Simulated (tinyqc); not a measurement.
Inside a calculation: electrons shared among three sets of ellipsoidal valleys. Values are carried at full precision from step to step, so a last printed digit may differ when a step is redone from the rounded ones.

Constants: hbar^2/2m0 = 3.80998211 eV angstrom^2; kB = 8.617333262e-05 eV/K.

Values chosen for the exercise (masses and offsets near those of GaP; mobilities are free inputs, held fixed; shifted at random, so the results belong to these values and not to a real crystal): ml = (2.064, 1.153, 0.131) m0 (longitudinal masses of X, L, Gamma); mt = (0.2426, 0.1513, 0.131) m0 (transverse masses); M = (3, 4, 1) (valleys in each set); T = 77 K; dE = (0, 0.39, 0.477) eV (edges of X, L, Gamma above the first); n = 6.4e+16 1/cm^3 (total electron density); mu = (210, 460, 1800) cm^2/(V s) (mobility of each set).

## Masses of each set

One valley: m_d = (ml mt^2)^(1/3). Whole set: m_de = M^(2/3) m_d. Mean over three axes: 1/m_c = (1/ml + 2/mt)/3. Anisotropy K = ml/mt.

m_d, m_de, m_c (m0) and K of each set:
```
set       m_d    m_de     m_c     K
X      0.4953  1.0302  0.3437  8.51
L      0.2977  0.7503  0.2130  7.62
Gamma  0.1310  0.1310  0.1310  1.00
```

m_de/m_c is 3.00 for X, 3.52 for L, 1.00 for Gamma: many anisotropic valleys give many states at a light conductivity mass. m_c is the mean over three axes; a set that holds only some of the equivalent valleys conducts with a mass that depends on direction.

## Effective densities of states

N_i = M_i times N = 2 (m kB T/(4 pi c))^(3/2) with c = hbar^2/2m0, in 1/angstrom^3; times 1e24 for 1/cm^3, with m = (ml mt^2)^(1/3).

kT = 0.006635 eV

N_i (1/cm^3): X 3.4119e+18, L 2.1205e+18, Gamma 1.5472e+17

## Fermi level and populations

F_j(eta) = (1/Gamma(j + 1)) integral_0^infinity x^j dx/(1 + exp(x - eta)), which tends to exp(eta) for eta << 0.

Solve n = sum_i N_i F_1/2((EF - dE_i)/kT), energies from the edge of the first set.

EF = -0.0263 eV

eta_i: X -3.97, L -62.75, Gamma -75.86

n_i (1/cm^3): X 6.40e+16, L 1.19e-09, Gamma 1.76e-16

shares: X 1.0000, L 0.0000, Gamma 0.0000

X holds most electrons (100.0 %). Boltzmann weights N_i exp(-dE_i/kT) would give L a share of 0.0000.

## Drift and Hall mobility of the mixture

With f_i the shares, mu_drift = sum f_i mu_i; low-field Hall mobility mu_H = sum f_i mu_i^2/mu_drift (scattering and anisotropy factors set to 1); the Hall density is n mu_drift/mu_H; rho = 1/(e n mu_drift), e = 1.602176634e-19 C.

mu_drift = 210 cm^2/(V s)
mu_H = 210 cm^2/(V s)
Hall density = 6.40e+16 1/cm^3
rho = 0.464 ohm cm

A Hall measurement would read 100.0 % of the true density.

## Checks

- Share of L at n = 1e10 1/cm^3 against the Boltzmann weight: both 1.851e-26.

(tinyqc, `OMP_NUM_THREADS=1 python tinyqc.py 1650136 1650137 out.jsonl`, Intel(R) Xeon(R) Processor @ 2.30GHz, 1 thread, shared host, about 0.01 s.)
